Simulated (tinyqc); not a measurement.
Charge control and current of a heterostructure field-effect transistor: one step, computed by the program tinyqc. Command: `OMP_NUM_THREADS=1 python tinyqc.py 3004396 3004397 out.jsonl hemt walk`. One thread of a shared host (Intel(R) Xeon(R) Processor @ 2.30GHz), about 0.01 s of CPU time with the checks.

Two subbands in a triangular well; E_F is counted from the conduction band edge of the channel at the interface.

Question. Saturation current. With V = e n_s/C_g and V_c = v_s L/mu: for v = mu F/(1 + mu F/v_s), V_Dsat = V_c (sqrt(1 + 2V/V_c) - 1) and I/W = C_g v_s (V - V_Dsat); g_m = dI/dV; extrinsic g_m/(1 + g_m R_S); f_T = g_m/(2 pi C_g L).

Inputs (values chosen for the exercise, modelled on AlGaN/GaN):

| quantity | value | unit |
|---|---|---|
| conduction band offset dE_c | 0.48 | eV |
| mobility mu | 1400 | cm^2/(V s) |
| saturation velocity v_s | 1.4 | 1e7 cm/s |
| gate length L | 150 | nm |
| source resistance R_S | 0 | ohm mm |
| temperature T | 400 | K |

Charge source: polarisation. Velocity law: smooth.

sheet density n_s = 1.593459e+13 1/cm^2

gate capacitance C_g = 0.2601121 microfarad/cm^2

Constants: e = 1.602176634e-19 C.

Give: V; V_c; V_Dsat; saturation current I/W; intrinsic g_m; extrinsic g_m; intrinsic f_T.

Answer.

V = 9.815 V

V_c = 0.15 V

V_Dsat = 1.572 V

saturation current I/W = 3002 mA/mm

intrinsic g_m = 332.4 mS/mm

extrinsic g_m = 332.4 mS/mm

intrinsic f_T = 135.6 GHz

V/V_c = 65.43: velocity saturation rules; I is 84 % of e n_s v_s = 3570 mA/mm. Caution: E_F lies above the conduction band minimum of the barrier, so electrons would spill into the barrier.
